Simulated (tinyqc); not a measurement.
p-n diode with diffusion and depletion-layer recombination: one step of the calculation.

Abrupt junction in the depletion approximation, low injection, full ionisation, neutral widths fixed, ohmic contact on the p side. Vj is the junction voltage; where a series resistance Rs is given, V = Vj + J Rs is the terminal voltage.

Question. Recombination in the depleted layer. ni = sqrt(Nc Nv) exp(-Eg/(2 Vt)), Eg in volts. Vbi = Vt ln(Na Nd/ni^2), W = sqrt(2 eps0 eps_r (Vbi - Vj)(1/Na + 1/Nd)/q), xp = W Nd/(Na + Nd), xn = W Na/(Na + Nd); u(x) = q Na (x + xp)^2/(2 eps0 eps_r) for x < 0 and Vbi - Vj - q Nd (xn - x)^2/(2 eps0 eps_r) for x > 0; p = Na exp(-u/Vt), n = Nd exp((u - Vbi + Vj)/Vt); U = ni^2 (exp(Vj/Vt) - 1)/(tp (n + ni exp(Et/Vt)) + tn (p + ni exp(-Et/Vt))); J_scr = q times the integral of U from -xp to xn. Trapezoid rule on 13 equal steps.

Values chosen for this exercise; band and dielectric values close to those of 4H silicon carbide: temperature T = 293 K; band gap Eg = 3.24 eV; relative permittivity eps_r = 9.57; conduction-band density of states at T Nc = 1.63e19 cm^-3; valence-band density of states at T Nv = 2.43e19 cm^-3; acceptor density Na = 2.9e16 cm^-3; donor density Nd = 1.2e15 cm^-3; electron lifetime tn = 8e-8 s; hole lifetime tp = 3e-6 s; trap level above the intrinsic level Et = 0 eV; junction voltage at which recombination is evaluated Vj = 1.93 V.

Constants: q = 1.602176634e-19 C, kB = 1.380649e-23 J/K, Vt = kB T/q, eps0 = 8.8541878128e-14 F/cm where lengths are in cm. Results are converted to the units shown.

Find: W; x; u; n; p; U; J_scr.

Answer.

W = 908.80 nm

```
point,x (nm),u (V),n (cm^-3),p (cm^-3),U (cm^-3 s^-1)
0,-36.11,0.00000,0.40050,2.9000e16,5.0062e6
1,33.80,0.10138,22.200,5.2316e14,2.7750e8
2,103.70,0.22890,3465.7,3.3512e12,4.3322e10
3,173.61,0.34533,3.4874e5,3.3304e10,4.3575e12
4,243.52,0.45067,2.2619e7,5.1349e8,1.0662e14
5,313.43,0.54493,9.4559e8,1.2283e7,4.0928e12
6,383.34,0.62809,2.5480e10,4.5582e5,1.5194e11
7,453.24,0.70017,4.4256e11,26243,8.7478e9
8,523.15,0.76116,4.9546e12,2344.2,7.8139e8
9,593.06,0.81106,3.5753e13,324.85,1.0828e8
10,662.97,0.84987,1.6630e14,69.842,2.3281e7
11,732.88,0.87759,4.9856e14,23.296,7.7654e6
12,802.78,0.89423,9.6342e14,12.055,4.0185e6
13,872.69,0.89977,1.2000e15,9.6787,3.2262e6
```

J_scr = 1.2911e-10 A/cm^2

Numbers from tinyqc (`OMP_NUM_THREADS=1 python tinyqc.py 2260055 2260056 out.jsonl`; about 0.01 s on one thread of a shared Intel Xeon 2.30GHz).
